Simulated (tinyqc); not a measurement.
The window in starting coverage: bottom-up copper filling of a trench by curvature-enhanced accelerator coverage. Computed by tinyqc, a small Python program. Command: `OMP_NUM_THREADS=1 python tinyqc.py 3020883 3020884 out.jsonl superfill walk`. One thread of a shared host (Intel(R) Xeon(R) Processor @ 2.30GHz), about 0.06 s of CPU time with the checks.

A rectangular trench keeps vertical walls and a flat floor. An accelerator floats on the surface; where area is lost in the corners it is passed on to the floor.

Inputs (values chosen for the exercise, close to those used for damascene copper plating):
```
quantity                                           value     unit
trench width w                                       140       nm
aspect ratio h/w                                     1.7        -
exchange current of the suppressed surface i_0     0.016  mA/cm^2
exchange current of the accelerated surface i_1      1.7  mA/cm^2
transfer coefficient alpha                           0.4        -
overpotential eta                                   0.16        V
adsorption rate k_a                                    0      1/s
cupric ion concentration C                          0.33    mol/l
diffusivity D                                    5.8e-06   cm^2/s
boundary layer delta                                  64       um
temperature T                                        298        K
```

Constants: e = 1.602176634e-19 C; N_A = 6.02214076e+23 1/mol; k_B = 8.617333262e-05 eV/K.

Method. Kinetic current i_k = [i_0 (1 - theta) + i_1 theta] exp(alpha eta/(k_B T)), limit i_L = 2 F D C/delta, i = 1/(1/i_k + 1/i_L); velocity v = i Omega/(2F), Omega = 7.11 cm^3/mol, F = e N_A. Depletion inside the trench is ignored. Half width x, floor height y, depth h = aspect ratio x w. dx/dt = -v_s, dy/dt = v_b. d theta_b/dt = k_a (1 - theta_b) + [theta_s v_b + theta_b v_s]/x: the floor takes the accelerator of the wall it covers and keeps its own as it narrows. d theta_s/dt = k_a (1 - theta_s). theta_b is capped at 1. Integrate (tolerance 1e-9) until the walls meet (x = 0.02 w/2) or the floor passes the original mouth y = h. Start: x = w/2, y = 0, theta_b = theta_s = theta_0. Height filled = y/h, opening left = x/(w/2).

Outcome:
```
theta_0  v(1)/v(theta_0)  height filled  opening left  time (s)
0.001             71.152         0.4770       0.02000    874.18
0.003             59.810         0.8706       0.02000    734.84
0.010             38.436         1.0000       0.08538    440.72
0.020             25.496         1.0000       0.12863    278.53
0.050             12.774         1.0000       0.14937    136.22
0.100              7.061         1.0000       0.07963     81.47
0.200              3.816         0.7912       0.02000     46.88
0.400              2.080         0.5298       0.02000     25.56
0.800              1.182         0.3378       0.02000     14.52
```

What follows from these numbers?

The fill succeeds for theta_0 from 0.01 to 0.1 among these rows, with the widest margin at 0.05. Too little accelerator takes too long to concentrate. Too much speeds the walls as well and removes the contrast.
